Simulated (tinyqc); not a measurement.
Nucleation and growth of vacancy voids in a cooling silicon-like crystal: one step, computed by the program tinyqc.

Spherical voids; vacancies are lost only to voids.

Problem. Nucleation rate at T with the initial excess. C_e = C_m exp[-(E_f/k_B)(1/T - 1/T_m)]; D = D0 exp(-E_m/(k_B T)); f = k_B T ln(C/C_e); r* = 2 gamma/(rho f); W* = 16 pi gamma^3/(3 rho^2 f^2); Z = f/sqrt(12 pi W* k_B T); I = rho Z (4 pi r* D C) exp(-W*/(k_B T)).

Inputs (values chosen for the exercise, for a model crystal):
```
quantity                                    value    unit
vacancy density at the melting point C_m  5.6e+14  1/cm^3
formation energy E_f                         3.94      eV
melting point T_m                            1685       K
diffusion prefactor D0                    0.00066  cm^2/s
migration energy E_m                         0.43      eV
site density rho                            5e+22  1/cm^3
void surface energy gamma                   0.996   J/m^2
temperature of the worked step T             1345       K
```

initial excess C = 5.40e+13 1/cm^3

Constants: k_B = 8.617333262e-05 eV/K; k_B = 1.380649e-23 J/K; e = 1.602176634e-19 C.

Give: C_e; D; driving force f; critical radius r*; W*/(k_B T); rate I.

Solution.

C_e = 5.878e+11 1/cm^3

D = 1.616e-05 cm^2/s

driving force f = 0.5239 eV

critical radius r* = 0.4746 nm

W*/(k_B T) = 50.61

rate I = 282.5 1/(cm^3 s)

Cooling by 10 K multiplies I by 70: nucleation switches on within a narrow range of temperature.
